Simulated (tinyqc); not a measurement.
Comparisons within one model: Shockley-Read-Hall recombination through one deep level. A value that a table varies takes the place of the one given here.

One level at Et with degeneracy 1: tn = 1/(sn vth Nt), tp = 1/(sp_ vth Nt), n1 = Nc exp((Et - Eg)/kT), p1 = Nv exp(-Et/kT), ni^2 = n1 p1. Equilibrium p0 = Nm, n0 = ni^2/Nm; n = n0 + dn, p = p0 + dn. U = (n p - ni^2)/(tp (n + n1) + tn (p + p1)), lifetime dn/U; emission rates en = sn vth n1, ep = sp_ vth p1.

Constants: kB = 8.617333262e-05 eV/K.

Parameters, chosen for this exercise (gap and densities of states near those of InP at this temperature; shifted at random, so the results belong to these values and not to a real crystal):
- E1 = 1.09 eV (level (+1/0) above Ev)
- E2 = 0.942 eV (level (0/-1) above Ev)
- gm = 2 (degeneracy of the middle state, the others 1)
- T = 250 K
- Eg = 1.389 eV (gap)
- Nc = 4.33e+17 1/cm^3 (conduction-band density of states)
- Nv = 9.48e+18 1/cm^3 (valence-band density of states)
- Nd = -4.3e+13 1/cm^3 (ionised shallow donors minus acceptors)
- Et = 0.942 eV (recombination level above Ev)
- Nt = 1.8e+14 1/cm^3 (defects)
- sn = 1.1e-14 cm^2 (electron capture cross-section)
- sp_ = 4.7e-16 cm^2 (hole capture cross-section)
- vth = 26000000 cm/s (thermal velocity, both carriers)
- Nm = 6.7e+16 1/cm^3 (equilibrium holes for the lifetime steps)
- dn = 2.4e+13 1/cm^3 (excess pairs)

## Charge state against the Fermi level (deep level with several charge states)

Energies from Ev. The defect has charge states +1, 0, -1 with weights 1, gm exp((EF - E1)/kT), exp((2 EF - E1 - E2)/kT); the shares are the weights over their sum. Boltzmann carriers: n = Nc exp((EF - Eg)/kT), p = Nv exp(-EF/kT). Neutrality: p - n + Nd + Nt <q> = 0.

Shares:
```
EF (eV)     +1      0     -1     <q>
0.083    1.000  0.000  0.000   1.000
0.194    1.000  0.000  0.000   1.000
0.306    1.000  0.000  0.000   1.000
0.417    1.000  0.000  0.000   1.000
0.528    1.000  0.000  0.000   1.000
0.639    1.000  0.000  0.000   1.000
0.750    1.000  0.000  0.000   1.000
0.861    1.000  0.000  0.000   1.000
0.972    0.975  0.008  0.016   0.959
1.083    0.002  0.003  0.995  -0.993
1.195    0.000  0.000  1.000  -1.000
1.306    0.000  0.000  1.000  -1.000
```

E2 lies below E1 (negative U = -0.148 eV), so the charge goes from +1 to -1 near (E1 + E2)/2 = 1.016 eV, two electrons at once; the middle state never exceeds a share of 0.0312.

## Defects against doping (deep level with several charge states)

Nt takes the listed multiples of |Nd|; the resistivity uses mobilities of 1000 (electrons) and 300 (holes) cm^2/(V s), chosen for the exercise, and e = 1.602176634e-19 C.

Neutral state:
```
Nt/|Nd|  EF (eV)  n (1/cm^3)  p (1/cm^3)  rho (ohm cm)
0.01      0.2653    9.62e-06    4.26e+13           489
0.10      0.2673    1.06e-05    3.87e+13           538
0.30      0.2727    1.36e-05    3.01e+13           691
0.60      0.2848    2.38e-05    1.72e+13      1.21e+03
0.90      0.3147    9.52e-05    4.30e+12      4.84e+03
1.10      0.9817    2.66e+09       0.154      2.34e+06
1.50      0.9980    5.69e+09      0.0720      1.10e+06
3.00      1.0083    9.15e+09      0.0447      6.82e+05
10.00     1.0138    1.18e+10      0.0347      5.29e+05
```

EF goes from 0.265 to 1.014 eV and the resistivity from 489 to 5.29e+05 ohm cm, with a largest value of 2.34e+06. The largest move of EF, +0.667 eV, comes between Nt/|Nd| = 0.9 and 1.1; the levels lie at 1.09 and 0.942 eV. A defect can take up to one carrier of either sign, so the doping can be cancelled no earlier than Nt = |Nd|, there only if EF lies well beyond the level that takes the carriers and otherwise at larger Nt (mean charge +0.10 in the last row). The type changes along the table.

## Lifetime against injection

Recombination:
```
dn (1/cm^3)  lifetime (microsecond)  U (1/(cm^3 s))
1.0e+11                     0.01943        5.15e+18
1.0e+12                     0.01943        5.15e+19
1.0e+13                     0.01949        5.13e+20
1.0e+14                     0.02010        4.97e+21
1.0e+15                     0.02611        3.83e+22
1.0e+16                     0.07847        1.27e+23
1.0e+17                      0.2917        3.43e+23
1.0e+18                      0.4455        2.24e+24
```

The lifetime rises from 0.01943 to 0.4455 microsecond; tn + tp = 0.4741. At low injection it is tn (1 + p1/p0) + tp n1/p0 with n1/Nm = 6.3e-09 and p1/Nm = 1.4e-17: re-emission is negligible, so minority capture alone counts. Auger and radiative paths are left out; they cut in at the highest injections, and in a doped direct-gap crystal the radiative one counts at all injections. dn = dp neglects trapped charge, which matters where the traps hold a charge comparable with dn, at low injection and with very unequal cross sections.

## Where a level does most harm

Et takes the values listed; G = Nt en ep/(en + ep) in a depleted region; the lifetime is for dn = 1e11 1/cm^3.

Results:
```
Et (eV)  lifetime (microsecond)  G (1/(cm^3 s))
0.083                    0.0778           0.105
0.194                    0.0198            18.1
0.306                    0.0194        3.28e+03
0.417                    0.0194        5.67e+05
0.528                    0.0194        9.80e+07
0.639                    0.0194        1.68e+10
0.750                    0.0194        1.58e+10
0.861                    0.0194        9.17e+07
0.972                    0.0194        5.30e+05
1.083                    0.0194        3.07e+03
1.195                    0.0198            16.9
1.306                    0.0818          0.0980
```

Generation peaks where en = ep, at Eg/2 + (kT/2) ln(sp_ Nv/(sn Nc)) = 0.694 eV; the largest value listed is at 0.639 eV, and G falls by a decade for each 0.050 eV away from the peak. The lifetime is within a factor 2 of its minimum, 0.0194 microsecond, from 0.194 to 1.195 eV: recombination tolerates a wide range of Et, generation a narrow one.

## What moves lifetime and leakage

G = Nt en ep/(en + ep). Each row changes one parameter from the base and keeps the others.

Results:
```
case                  lifetime (microsecond)  G (1/(cm^3 s))
base                                 0.01959        2.13e+06
Et = 0.982 eV                        0.01959        3.33e+05
sn = 2.2e-14 cm^2                   0.009875        2.13e+06
sp_ = 9.4e-16 cm^2                   0.01951        4.27e+06
Nt = 9e+13 1/cm^3                    0.03918        1.07e+06
Nm = 2.01e+17 1/cm^3                 0.01948        2.13e+06
dn = 7.2e+13 1/cm^3                  0.01991        2.13e+06
```

The largest shifts from the base row, up to three for each result and ties (the steps differ in size, so this ranks the rows, not the parameters). lifetime (microsecond): Nt +0.0196, sn -0.00971, dn +0.000325; unchanged at the printed digits by Et. G (1/(cm^3 s)): sp_ +2.13e+06, Et -1.80e+06, Nt -1.07e+06; unchanged at the printed digits by sn, Nm and dn.

tinyqc: `OMP_NUM_THREADS=1 python tinyqc.py 1651521 1651522 out.jsonl`; about 0.01 s, one thread, shared Intel(R) Xeon(R) Processor @ 2.30GHz.
